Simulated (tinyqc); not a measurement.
Charge neutrality of a doped semiconductor with incomplete ionisation: one step, computed by the program tinyqc.

Energies are counted from the top of the valence band; E_D is measured down from the conduction band and E_A up from the valence band.

Task: Gap and effective densities of states. E_g = E_g0 - alpha T^2/(T + beta). N_c = 2 M_c (2 pi m_e k_B T/h^2)^(3/2) and N_v = 2 (2 pi m_h k_B T/h^2)^(3/2), masses in units of m_0. n_i = sqrt(N_c N_v) exp(-E_g/(2 k_B T)); E_i = E_g/2 + (k_B T/2) ln(N_v/N_c).

Inputs (values chosen for the exercise, modelled on ZnO):
```
quantity,value,unit
gap at 0 K E_g0,3.45,eV
Varshni alpha,0.000538,eV/K
Varshni beta,490,K
electron mass m_e,0.26,m_0
valleys M_c,1,-
hole mass m_h,0.777,m_0
temperature T,600,K
```

Doping: n-type. Statistics of the bands: Fermi-Dirac.

Constants: m_0 = 9.1093837015e-31 kg; k_B = 1.380649e-23 J/K; h = 6.62607015e-34 J s; k_B = 8.617333262e-05 eV/K.

Give: gap E_g; N_c; N_v; k_B T; intrinsic density n_i; intrinsic level E_i.

Result:

gap E_g = 3.272 eV

N_c = 9.410e+18 cm^-3

N_v = 4.861e+19 cm^-3

k_B T = 0.05170 eV

intrinsic density n_i = 3.864e+05 cm^-3

intrinsic level E_i = 1.679 eV
